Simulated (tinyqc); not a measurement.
# Worked calculation: polycrystalline film, grain-boundary barriers (Seto model)

Computed by the program tinyqc: `OMP_NUM_THREADS=1 python tinyqc.py 2610034 2610035 out.jsonl`, one thread of a shared Intel Xeon 2.30GHz, about 0.01 s for the whole run. Printed values are rounded.

One-dimensional grains of size Lg with donors N; each boundary has Qt acceptor-like traps per area at one level Et below the band edge. Trapped electrons qt deplete a width w = qt/N (both sides together) and raise a barrier Vb = q N w^2/(8 eps0 eps_r). Current crosses the barriers by thermionic emission at small bias. Abrupt depletion, full ionisation, Boltzmann statistics.

Values chosen for this exercise; values close to those of polycrystalline silicon: temperature T = 300 K; relative permittivity of the semiconductor eps_r = 11.7; grain size Lg = 80 nm; trap density at a boundary Qt = 1.1e12 cm^-2; donor density N = 4.3e16 cm^-3; mobility inside a grain mg = 290 cm^2/(V s); collection velocity at the barrier vc = 3.2e6 cm/s; conduction-band density of states at T Nc = 2.8e19 cm^-3; trap level below the band edge Et = 0.41 eV.

Constants: q = 1.602176634e-19 C, kB = 1.380649e-23 J/K, Vt = kB T/q, eps0 = 8.8541878128e-14 F/cm where lengths are in cm. Results are converted to the units shown.

## Critical doping and limits of the barrier

N* = Qt/Lg; fully depleted grains have Vb = q N Lg^2/(8 eps0 eps_r), filled traps Vb = q Qt^2/(8 eps0 eps_r N); the true barrier cannot exceed the smaller.

N* = 1.375e17 cm^-3
Vb, fully depleted = 0.05320277 V
Vb, traps filled = 0.5440048 V

## Barrier, resistivity and effective mobility

Partly depleted grains: the density at the grain centre is n0 = N and qt = Qt/(1 + 2 (Nc/N) exp((Vb - Et)/Vt)). If that gives qt >= N Lg, the grains are fully depleted: qt = N Lg, w = Lg and n0 = 2 Nc exp((Vb - Et)/Vt)/(Qt/(N Lg) - 1). Resistivity: barriers rb = Vt exp(Vb/Vt)/(q n0 vc Lg), grain interior rg = (1 - w/Lg)/(q mg N); effective mobility 1/(q N (rb + rg)).

qt = 3.44e11 cm^-2
w = 80 nm
Vb = 0.05320277 V
n0 = 2.584015e13 cm^-3
rb = 1909.923 ohm cm
rg = 0 ohm cm
effective mobility = 0.07599853 cm^2/(V s)

The grains are fully depleted, 31.3 % of the traps are filled and the barriers give 100 % of the resistivity.
